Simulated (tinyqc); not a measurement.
From results back to parameters: thin-film optics by transfer matrices. Three cases, with inputs chosen for the exercise.

Problem. A bare substrate in air: with rho = tan(Psi) exp(i Delta), Delta = 180 degrees at small angles on a dielectric, conj(eps) = sin^2(theta) [1 + tan^2(theta) ((1 - rho)/(1 + rho))^2], and n + i k = sqrt(eps).

Find: rho; eps; n; k.

Method. Form rho, insert it, conjugate, and take the root with k >= 0.

Case 1.

Values chosen (out of a larger set: indices near those of resist on Al; not measured data): lam = 365 nm (vacuum wavelength); theta_e = 75 degrees (angle of the ellipsometer).

Psi = 42.5222 degrees
Delta = 102.1985 degrees

Solution.

rho = -0.1938+0.8963i
eps = -18.68+3.51i
n = 0.404
k = 4.341

Case 2.

Values chosen (out of a larger set: indices near those of polySi, SiO2 on Si; not measured data): lam = 248 nm (vacuum wavelength); theta_e = 65 degrees (angle of the ellipsometer).

Psi = 36.0025 degrees
Delta = 130.2431 degrees

Solution.

rho = -0.4694+0.5546i
eps = -10.15+11.40i
n = 1.599
k = 3.564

Case 3.

Values chosen (out of a larger set: indices near those of Si3N4 on Si; not measured data): lam = 193 nm (vacuum wavelength); theta_e = 70 degrees (angle of the ellipsometer).

Psi = 37.3241 degrees
Delta = 101.0370 degrees

Solution.

rho = -0.1460+0.7484i
eps = -7.40+5.02i
n = 0.879
k = 2.858

Computed by tinyqc, one run a case: `OMP_NUM_THREADS=1 python tinyqc.py N N+1 out.jsonl` with N = 1682402, 1682434, 1682443; one thread of a shared Intel(R) Xeon(R) Processor @ 2.30GHz, about 0.01 s a run at most.
